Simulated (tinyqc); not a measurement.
Surface photovoltage measurement of the minority-carrier diffusion length in a wafer: one step, computed by the program tinyqc. Command: `OMP_NUM_THREADS=1 python tinyqc.py 3130401 3130402 out.jsonl spv walk`. One thread of a shared host (Intel(R) Xeon(R) Processor @ 2.30GHz), about 0.01 s of CPU time with the checks.

Low injection, steady light, a depletion layer much thinner than 1/alpha and L. The excess density dn is taken at the front edge of the neutral region; light that reaches the back is lost.

Question. One wavelength. alpha = (84.732/lambda - 76.417)^2 per cm with lambda in micrometre (an empirical fit for silicon between 0.7 and 1.05 micrometre). Thick wafer: dn = Phi L/((S_f + D/L)(L + 1/alpha)). Finite wafer, with s = S_b L/D, w = W/L, a = alpha L: dn = [Phi a/(a^2 - 1)] [a - B - exp(-alpha W)(a - s)/(cosh w + s sinh w)]/(S_f + B D/L), B = (sinh w + s cosh w)/(cosh w + s sinh w). Photovoltage V = (k_B T/e) ln(1 + dn/n_0). Lifetime = L^2/D.

Inputs (values chosen for the exercise, modelled on p-type silicon at room temperature):
```
quantity                                             value        unit
diffusion length L                                     130  micrometre
wafer thickness W                                      775  micrometre
diffusivity D                                         24.9      cm^2/s
front recombination velocity S_f                       880        cm/s
back recombination velocity S_b                       7800        cm/s
photon flux entering                               4.1e+12  1/(cm^2 s)
minority density at the surface barrier scale n_0  2.3e+09      1/cm^3
temperature T                                          298           K
wavelength                                             892          nm
```

Constants: k_B = 8.617333262e-05 eV/K.

Give: alpha; penetration depth 1/alpha; dn, thick wafer; B; dn, finite wafer; photovoltage V; lifetime.

Answer.

alpha = 345.0 1/cm

penetration depth 1/alpha = 28.99 micrometre

dn, thick wafer = 1.199e+09 1/cm^3

B = 1.000

dn, finite wafer = 1.199e+09 1/cm^3

photovoltage V = 10.78 mV

lifetime = 6.787 microsecond

Caution: dn is not small against n_0, so V is not linear in the flux; the constant-flux reading then needs dn, not V.
